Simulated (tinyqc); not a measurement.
## Contact resistivity and sheet resistance from two contact lengths

Inverse problem. Rc = [sqrt(rc Rsh)/Wc] coth(Lc/(2 LT)), LT = sqrt(rc/Rsh), Wc = 40 nm; the second contact is twice as long as the first. Find LT, rc and Rsh.

Rc for Lc = 34 and 68 nm (ohm): 644.610467  361.398610

Solution. With t = tanh(Lc/(2 LT)) for the shorter contact, the resistance of the longer over that of the shorter is (1 + t^2)/2. Then sqrt(rc Rsh) = Rc t Wc, and rc and Rsh follow by multiplying and dividing by LT.

LT = 46.8 nm
rc = 4.20e-9 ohm cm^2
Rsh = 192 ohm

Program tinyqc, `OMP_NUM_THREADS=1 python tinyqc.py 2170168 2170169 out.jsonl`; Intel Xeon 2.30GHz, shared host, one thread, about 0.09 s.
